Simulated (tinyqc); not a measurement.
# Deep-level transient spectroscopy: amplitude against reverse bias

Schottky contact on an n-type layer with shallow donors Nd (all ionised) and a donor-like deep trap, neutral when filled and positive when empty; depletion approximation. Traps within lam of the depletion edge stay filled. A long pulse to Vp fills the traps beyond x1 = Wp - lam; back at Vr those between x1 and x2 = Wr - lam emit. A rate window reads S = C(t2) - C(t1).

lam = sqrt(2 eps0 eps_r (EF - ET)/(q Nd)), EF - ET = Et - (kB T/q) ln(Nc(T)/Nd), Nc(T) = Nc (T/300 K)^1.5. In the steady state at the band bending V, 2 eps0 eps_r V/q = Nd W^2 + Nt (W - lam)^2 (the second term only if W > lam). W(t)^2 = Wr^2 + (Nt/Nd)(x2^2 - x1^2) exp(-en t), C = eps0 eps_r/W; for small Nt, dC/C = -(Nt/2 Nd) G exp(-en t) with G = (x2^2 - x1^2)/Wr^2. Listed at t = 0.

Parameters, values chosen for the exercise; material values close to those of 4H silicon carbide: relative permittivity eps_r = 9.52; conduction-band density of states at 300 K Nc = 1.69e19 cm^-3; shallow donor density Nd = 9.5e16 cm^-3; built-in voltage Vbi = 1.34 V; depth of the trap below the conduction edge Et = 0.2 eV; trap density Nt = 8.2e14 cm^-3; reverse bias during the filling pulse Vp = 0.5 V; temperature of the transient T = 108 K.

Constants: q = 1.602176634e-19 C, kB = 1.380649e-23 J/K, eps0 = 8.8541878128e-14 F/cm where lengths are in cm. Results are converted to the units shown.

Results:
```
Vr (V)	Wr (nm)	G	dC(0)/C (%)	2 Nd |dC|/C (cm^-3)
1	160.6	0.1530	-0.06595	1.253e14
2.6	208.3	0.4022	-0.1732	3.290e14
4.3	249.2	0.5258	-0.2261	4.297e14
5.9	282.3	0.5948	-0.2557	4.859e14
9.2	340.6	0.6785	-0.2916	5.539e14
10.9	367.0	0.7063	-0.3034	5.765e14
12.5	390.2	0.7271	-0.3124	5.935e14
```

Estimate the missing row, Vr = 7.6 V.

Computed row:
```
Vr (V)	Wr (nm)	G	dC(0)/C (%)	2 Nd |dC|/C (cm^-3)
7.6	313.7	0.6445	-0.2770	5.263e14
```

With this row back in the table: G rises from 0.153 to 0.727, since lam = 42.9 nm and x1 weigh less in a wider layer. The simple estimate 2 Nd |dC|/C reaches 15.3 % of the true Nt in the first row and 72.4 % in the last. In every row T is below 110 K, where shallow donors begin to freeze out; the model keeps them ionised.

Program tinyqc, `OMP_NUM_THREADS=1 python tinyqc.py 2050142 2050143 out.jsonl`; Intel Xeon 2.30GHz, shared host, one thread, about 0.01 s.
